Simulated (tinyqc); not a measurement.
Shortcuts against the integral: sheet resistance and Hall data of a diffused or implanted layer. Computed by tinyqc, a small Python program. Command: `OMP_NUM_THREADS=1 python tinyqc.py 3009665 3009666 out.jsonl layer walk`. One thread of a shared host (Intel(R) Xeon(R) Processor @ 2.30GHz), about 0.01 s of CPU time with the checks.

Carriers are taken equal to the net active doping down to the junction (full ionisation, which deep dopants in wide-gap hosts do not reach; no spill-over, no depletion), and the Hall factor is 1.

Inputs (values chosen for the exercise, modelled on boron in silicon): mu_min = 46.7 cm^2/(V s); mu_max = 484 cm^2/(V s); N_ref = 2.3e+17 1/cm^3; exponent alpha = 0.74; peak concentration N_0 = 4.7e+18 1/cm^3; length scale l = 760 nm; background doping N_B (opposite type) = 2.8e+14 1/cm^3.

Profile: Gaussian at the surface. Activation: complete.

Constants: e = 1.602176634e-19 C.

Method:
- N(x) = N_0 exp(-x^2/l^2), dose N_0 l sqrt(pi)/2, junction x_j = l sqrt(ln(N_0/N_B)).
- Mobility mu = mu_min + (mu_max - mu_min)/(1 + (N_t/N_ref)^alpha), N_t = active doping + N_B; carriers n = active doping - N_B, all dopants active.
- Integrals from x_0 (0 unless stated) to x_j by the midpoint rule on 400 even intervals: 1/R_s = e int n mu dx; sheet density n_s = int n dx; Hall sheet density (int n mu dx)^2/int n mu^2 dx; Hall mobility int n mu^2 dx/int n mu dx.
- Mean conductivity 1/(R_s x_j); mean mobility 1/(e n_s R_s).
- Shortcuts: R_s = 1/(e Q mu) with the dose Q and the mobility at the (active) peak concentration; 1/(e n_s mu) with mu at N_t = n_s/x_j + N_B; 1/(e Q mu_max).

sheet resistance R_s = 179.056 ohm

dose = 3.16560e+14 1/cm^2

sheet density n_s = 3.16491e+14 1/cm^2

junction depth x_j = 2370.45 nm

Sheet resistances:
```
method                                   R_s (ohm)  deviation (%)
integral                                    179.06          0.000
dose, mobility at the peak                  221.41         23.655
n_s, mobility at the mean concentration     140.63        -21.462
dose, mu_max                                 40.74        -77.249
```

What follows from these numbers?

The closest shortcut is «n_s, mobility at the mean concentration» (-21.5 %). The peak mobility is the lowest in the layer, so with full activation it overestimates R_s.

Extremes, crossings and ranges named in words are read from the listed rows.
